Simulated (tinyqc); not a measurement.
Sensitivity of the reflectance: thin-film optics by transfer matrices.

Indices N = n + i k. Snell: N0 sin(theta) = N_j sin(theta_j), with Im(N_j cos theta_j) >= 0. Admittance y_j = N_j cos theta_j for s and N_j/cos theta_j for p. Phase delta_j = 2 pi N_j cos theta_j d_j/lambda. Layer matrix [[cos delta, -i sin delta/y], [-i y sin delta, cos delta]], multiplied from the top down to M. (B, C) = M (1, y_sub); r = (y0 B - C)/(y0 B + C), R = |r|^2, T = 4 Re y0 Re y_sub/|y0 B + C|^2, absorbed in the films 1 - R - T.

Inputs chosen for the exercise (indices near those of polySi, SiO2 on Si; not measured data):
- lam = 633 nm (vacuum wavelength)
- n0 = 1 (ambient index)
- n = (3.88, 1.472, 3.85) (n of polySi, SiO2, substrate)
- k = (0.04, 0, 0.021) (k in the same order)
- d = (22.1, 2.2) nm (thicknesses, top first)
- theta = 70 degrees (angle of incidence)

R for both polarisations.

One parameter was then changed.

Results before and after:
```
case,R_s,R_p,T_s
base,0.6774,0.0193,0.3165
changed,0.6765,0.0189,0.3173
```

Which of these changes was made? (a) d = (27.1, 2.2) nm; (b) theta = 75 degrees; (c) k = (0.04, 0, 0.033); (d) n = (3.958, 1.472, 3.85); (e) lam = 638 nm.

Answer: (c) k = (0.04, 0, 0.033). Of the candidates, run in turn, only this one gives the changed row.

All candidates:
```
case,R_s,R_p,T_s
base,0.6774,0.0193,0.3165
"d = (27.1, 2.2) nm",0.6804,0.0203,0.3122
"n = (3.958, 1.472, 3.85)",0.6838,0.0224,0.3102
"k = (0.04, 0, 0.033)",0.6765,0.0189,0.3173
lam = 638 nm,0.6775,0.0193,0.3165
theta = 75 degrees,0.7446,0.0000,0.2506
```

(tinyqc, `OMP_NUM_THREADS=1 python tinyqc.py 1680084 1680085 out.jsonl`, Intel(R) Xeon(R) Processor @ 2.30GHz, 1 thread, shared host, about 0.01 s.)
